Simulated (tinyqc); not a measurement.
## Ideality, saturation current and resistance from three points

Inverse problem. Well above the saturation current a diode obeys V = n Vt ln(I/I0) + I Rs. Find n, Rs and I0.

Parameters, values chosen for the exercise:
```
symbol,value,unit,meaning
T,400,K,temperature
```

Constants: q = 1.602176634e-19 C, kB = 1.380649e-23 J/K, Vt = kB T/q. Results are converted to the units shown.

currents (A): [2e-6, 0.0001, 0.005]
voltages (V): [0.73416830, 0.98407222, 1.2555851]

Answer. V is linear in the three unknowns n Vt, Rs and -n Vt ln I0, so three points give a linear system.

n = 1.85
Rs = 4.50 ohm
I0 = 2.00e-11 A

Program tinyqc, `OMP_NUM_THREADS=1 python tinyqc.py 2260056 2260057 out.jsonl`; Intel Xeon 2.30GHz, shared host, one thread, about 0.01 s.
